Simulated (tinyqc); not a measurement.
Ewald sum of point charges, displaced rock salt lattice, step by step. Computed by tinyqc, a small Python program that keeps every step. Command: `OMP_NUM_THREADS=1 python tinyqc.py 30688 30689 out.jsonl` (the two numbers bound the seeds that draw the settings). One thread of a shared host (Intel(R) Xeon(R) Processor @ 2.60GHz), about 0.03 s of CPU time with the checks.

## Ewald sum with eta = 0.31 1/bohr

cell vectors (rows) (bohr):
```
          1         2         3
1  0.000000  5.415000  5.415000
2  5.415000  0.000000  5.415000
3  5.415000  5.415000  0.000000
```

Charges:
```
q                f1        f2        f3
2.000000   0.000000  0.000000  0.000000
-2.000000  0.480000  0.550000  0.500000
```

Real space: 1/2 sum q_i q_j erfc(eta r)/r over all images with r > 0; reciprocal space: (2 pi/V) sum_(G != 0) exp(-G^2/4 eta^2)/G^2 |S(G)|^2 with S(G) = sum q exp(i G.r); self term -eta/sqrt(pi) sum q^2; background -pi Q^2/(2 V eta^2), Q the total charge.

Real-space shells (first ones):
```
r (bohr)  pairs  sum (hartree)
5.147954      2      -0.018660
5.260638      2      -0.016039
5.316085      2      -0.014879
5.532318      2      -0.011056
5.585068      2      -0.010273
5.689101      2      -0.008878
7.657966     24       0.004933
9.067175      2      -0.000031
9.195620      2      -0.000024
9.259175      2      -0.000021
9.384993      4      -0.000033
9.509147      2      -0.000013
```

Reciprocal shells (first ones that count):
```
G^2 (1/bohr^2)  vectors  sum (hartree)
1.009774              8       0.179653
1.346365              6       0.000528
2.692730             12       0.000032
3.702504             24       0.000130
4.039095              8       6.27e-07
5.385460              6       1.42e-08
6.395234             24       6.67e-08
6.731825             24       1.69e-09
```

## The total does not depend on eta

The same sums for other eta.

Totals (hartree per cell):
```
eta            real  reciprocal       self  background        total
0.310000  -0.074990    0.180343  -1.399190    0.000000  -1.29383704
0.507000  -0.000529    0.995045  -2.288353    0.000000  -1.29383704
0.580000  -0.000050    1.324053  -2.617840    0.000000  -1.29383704
```

shortest distance = 5.147954 bohr

Madelung constant -E d / (formula units |q+ q-|) = 1.665153
